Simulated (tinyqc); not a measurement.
What moves the results: configuration-coordinate model of carrier capture at a defect. A value that a table varies takes the place of the one given here.

Two parabolas of equal curvature k in one coordinate Q: with the carrier free at the band edge, U_f = k Q^2/2; with the carrier trapped, U_t = k (Q - dQ)^2/2 - ET. ER = k dQ^2/2, Huang-Rhys factor S = ER/hw, hw = 0.0646541 sqrt(k/M) eV for k in eV/angstrom^2 and M in u. The curves cross at a height Eb = (ER - ET)^2/(4 ER) above the free minimum.

Multiphonon factor for giving p = ET/hw phonons to the lattice: W = exp(-S (2 nb + 1)) ((nb + 1)/nb)^(p/2) I_p(x), nb = 1/(exp(hw/kT) - 1), x = 2 S sqrt(nb (nb + 1)), I_p the modified Bessel function. Classical limit: W = hw exp(-Eb/kT)/sqrt(4 pi ER kT). At T = 0: exp(-S) S^p/Gamma(p + 1).

Constants: kB = 8.617333262e-05 eV/K.

Values chosen for the exercise (of the size met at an oxide trap near a Si / SiO2 interface; not measured data):
- ET = 0.69 eV (thermal depth of the level below the band edge)
- ER = 1.39 eV (relaxation energy)
- hw = 0.056 eV (phonon energy of the mode)
- T = 250 K (temperature)

## Capture against temperature

The local activation energy is -d ln W/d(1/kT), by central differences with T changed by 1 %.

Against T:

| T (K) | kT/hw | log10 W | log10 W, classical | activation energy (eV) |
|---|---|---|---|---|
| 40 | 0.062 | -2.628 | -11.745 | 0.0000 |
| 60 | 0.092 | -2.628 | -8.132 | 0.0000 |
| 80 | 0.123 | -2.627 | -6.344 | 0.0001 |
| 120 | 0.185 | -2.611 | -4.581 | 0.0022 |
| 160 | 0.246 | -2.565 | -3.719 | 0.0078 |
| 220 | 0.339 | -2.452 | -3.031 | 0.0200 |
| 300 | 0.462 | -2.289 | -2.560 | 0.0339 |
| 400 | 0.616 | -2.125 | -2.252 | 0.0437 |
| 550 | 0.846 | -1.965 | -2.018 | 0.0484 |

log10 W at T = 0 = -2.628
Eb = 0.0881 eV

At 40 K log10 W is -2.63, against -2.63 at T = 0 and -11.7 classically; at 550 K the two forms differ by +0.05. The activation energy read from an Arrhenius plot goes from 0.000 eV at 40 K to 0.048 at 550 K, with its largest value 0.048 at 550 K, against Eb = 0.088 eV; the classical form itself gives Eb - kT/2. A measured slope therefore understates the barrier.

## Capture against depth of the level

ET is varied at fixed ER, hw and T, as by moving the band edge with alloying or pressure.

Against ET:

| ET/ER | ET (eV) | Eb (eV) | log10 W | log10 W, classical |
|---|---|---|---|---|
| 0.10 | 0.139 | 0.2815 | -5.833 | -6.714 |
| 0.25 | 0.347 | 0.1955 | -4.220 | -4.980 |
| 0.50 | 0.695 | 0.0869 | -2.369 | -2.791 |
| 0.75 | 1.042 | 0.0217 | -1.396 | -1.477 |
| 1.00 | 1.390 | 0.0000 | -1.129 | -1.040 |
| 1.25 | 1.738 | 0.0217 | -1.441 | -1.477 |
| 1.50 | 2.085 | 0.0869 | -2.237 | -2.791 |
| 2.00 | 2.780 | 0.3475 | -5.024 | -8.045 |
| 3.00 | 4.170 | 1.3900 | -14.232 | -29.061 |

Capture is fastest at ET/ER = 1 among these rows, where the barrier vanishes or nearly so. The classical form is symmetric about ET = ER; the quantum one gives -2.37 at 0.5 and -2.24 at 1.5, against -2.79 for both. At ET = 3 ER it lies 14.8 decades above the classical value: deep levels capture by emitting many phonons, and the rate falls with depth by 6.6 decades per eV between the last two rows. Rows deeper than the gap of the host are formal.

## What each parameter does

Eb, log10 W and the full width 2.35482 sqrt(ER hw coth(hw/2kT)). Each row changes one parameter from the base and keeps the others.

Results:

| case | Eb (eV) | log10 W | full width (eV) |
|---|---|---|---|
| base | 0.0881 | -2.389 | 0.7078 |
| ET = 0.73 eV | 0.0783 | -2.234 | 0.7078 |
| ER = 1.44 eV | 0.0977 | -2.547 | 0.7204 |
| hw = 0.0672 eV | 0.0881 | -2.191 | 0.7522 |
| T = 280 K | 0.0881 | -2.328 | 0.7250 |

The largest shifts from the base row, up to three for each result and ties (the steps differ in size, so this ranks the rows, not the parameters). Eb (eV): ET -0.0098, ER +0.0095; unchanged at the printed digits by hw and T. log10 W: hw +0.198, ER -0.158, ET +0.154. full width (eV): hw +0.0445, T +0.0172, ER +0.0126; unchanged at the printed digits by ET.

Run: tinyqc, `OMP_NUM_THREADS=1 python tinyqc.py 1450697 1450698 out.jsonl`; Intel(R) Xeon(R) Processor @ 2.30GHz, one thread, shared host; about 0.01 s of CPU time with all checks.
